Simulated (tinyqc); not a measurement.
Frequency dispersion of an accumulation capacitance by border traps, distributed model: one step of the calculation.

Traps spread evenly through the insulator exchange electrons with the semiconductor by tunnelling, with tau(x) = t0 exp(2 ka x) at depth x from the interface. The admittance per area Y seen at depth x obeys dY/dx = -Y^2/(i w eps0 eox) + q Nb ln(1 + i w tau)/tau, with Y(0) = i w Cs and w = 2 pi f; the gate sees Y(tox) = G + i w C. Working variable y = Y/(i w), in uF/cm^2. Cox = eps0 eox/tox.

Problem. Midpoint steps through the active depth. In terms of y: dy/dx = -y^2/(eps0 eox) + s(x), s = q Nb ln(1 + z)/z, z = i w tau. 10 midpoint steps of h = xe/10: y_half = y + (h/2) y'(x, y), y(new) = y + h y'(x + h/2, y_half).

Inputs (values chosen for the exercise); permittivity close to that of hafnium oxide:
- eox = 18.3 (relative permittivity of the insulator)
- Cs = 6.6 uF/cm^2 (semiconductor capacitance in accumulation)
- Nb = 1.3e19 cm^-3 eV^-1 (density of border traps)
- ka = 5.1 1/nm (decay constant of the wave function in the insulator)
- t0 = 3e-9 s (time constant of a trap at the interface)
- f = 1000 Hz (frequency)
- xe = 1.6 nm (depth down to which the steps are taken)

Constants: q = 1.602176634e-19 C, eps0 = 8.8541878128e-14 F/cm where lengths are in cm. Results are converted to the units shown.

Wanted: x; s; y.

Solution.

| point | x (nm) | s (uF/(cm^2 nm)) | y (uF/cm^2) |
|---|---|---|---|
| 0 | 0 | 0.20828+0.00000i | 6.6000+0.0000i |
| 1 | 0.16000 | 0.20828-0.00001i | 6.2287+0.0000i |
| 2 | 0.32000 | 0.20828-0.00005i | 5.9001+0.0000i |
| 3 | 0.48000 | 0.20828-0.00026i | 5.6075+0.0000i |
| 4 | 0.64000 | 0.20827-0.00134i | 5.3455-0.0001i |
| 5 | 0.80000 | 0.20798-0.00685i | 5.1096-0.0006i |
| 6 | 0.96000 | 0.20089-0.03326i | 4.8961-0.0029i |
| 7 | 1.1200 | 0.12625-0.08332i | 4.6977-0.0124i |
| 8 | 1.2800 | 0.03443-0.05156i | 4.5001-0.0226i |
| 9 | 1.4400 | 0.00715-0.01759i | 4.3112-0.0254i |
| 10 | 1.6000 | 0.00141-0.00491i | 4.1359-0.0248i |

tinyqc, about 0.6 s, one thread, Intel Xeon 2.30GHz (shared host): `OMP_NUM_THREADS=1 python tinyqc.py 2202163 2202164 out.jsonl`
